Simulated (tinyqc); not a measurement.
Two regimes over temperature: microkinetic model of low-temperature epitaxy from hydride gases: adsorption, hydrogen desorption and rate control. Computed by tinyqc, a small Python program. Command: `OMP_NUM_THREADS=1 python tinyqc.py 3031358 3031359 out.jsonl hepi walk`. One thread of a shared host (Intel(R) Xeon(R) Processor @ 2.30GHz), about 0.01 s of CPU time with the checks.

Each hydride molecule needs two free sites and leaves four hydrogen atoms, of which two leave at once as H2; theta is the hydrogen coverage, the site density is 6.78 per nm^2 and one layer is 1.358 angstrom thick.

Inputs (values chosen for the exercise, close to those used for silane on Si(001)):

| quantity | value | unit |
|---|---|---|
| silane pressure p_S | 0.032 | Pa |
| sticking prefactor of silane s0 | 0.017 | - |
| adsorption barrier E_s | 0.23 | eV |
| desorption prefactor nu_d | 1e+12 | 1/s |
| desorption energy on silicon E_d | 2.08 | eV |
| hydrogen carrier pressure p_H | 0 | Pa |
| sticking of hydrogen s_H | 7.2e-07 | - |

Film: silicon. Order of hydrogen desorption: first.

Constants: k_B = 8.617333262e-05 eV/K; u = 1.6605390666e-27 kg; k_B = 1.380649e-23 J/K.

Method:
- Flux per site F = p/(sqrt(2 pi M k_B T) x 6.78e18 per m^2), M = 32.12 u (silane), 2.016 u (hydrogen); s = s0 exp(-E_s/(k_B T)); k_S = s F_S = k; k_H = s_H F_H; k_d = nu_d exp(-E_d/(k_B T)).
- With k the hydride and k_H the hydrogen adsorption rate on free pairs and k_d the desorption rate, steady state: 2 (k + k_H)(1 - theta)^2 = k_d theta; growth rate R = k (1 - theta)^2 layers/s; 1 layer/s = 8.148 nm/min.
- Temperatures in kelvin are T(C) + 273.15.
- Limits: desorption-limited R = k_d k/(2 (k + k_H)), adsorption-limited R = k.

Growth:

| T (C) | theta | G (nm/min) | desorption limit (nm/min) | adsorption limit (nm/min) |
|---|---|---|---|---|
| 400 | 9.3238e-01 | 1.0161e-03 | 1.0898e-03 | 0.22220 |
| 450 | 8.0708e-01 | 1.0495e-02 | 1.3004e-02 | 0.28200 |
| 500 | 5.6961e-01 | 6.4138e-02 | 1.1260e-01 | 0.34625 |
| 550 | 2.8336e-01 | 2.1255e-01 | 7.5009e-01 | 0.41386 |
| 600 | 9.7908e-02 | 3.9372e-01 | 4.0213e+00 | 0.48382 |
| 650 | 2.9121e-02 | 5.2339e-01 | 1.7973e+01 | 0.55526 |
| 700 | 8.9473e-03 | 6.1624e-01 | 6.8874e+01 | 0.62742 |
| 750 | 3.0047e-03 | 6.9546e-01 | 2.3146e+02 | 0.69966 |
| 800 | 1.1080e-03 | 7.6974e-01 | 6.9475e+02 | 0.77145 |
| 850 | 4.4508e-04 | 8.4163e-01 | 1.8910e+03 | 0.84238 |

What does the comparison show, and why?

The apparent activation energy of G is 1.96 eV between the first rows and 0.19 eV between the last; full hydrogen cover gives a value near the desorption energy (plus E_s where k_H far exceeds k), a bare surface one near E_s less k_B T/2 from the flux. The coverage passes one half between 500 and 550 C, the knee of the Arrhenius plot.

Extremes, crossings and ranges named in words are read from the listed rows.
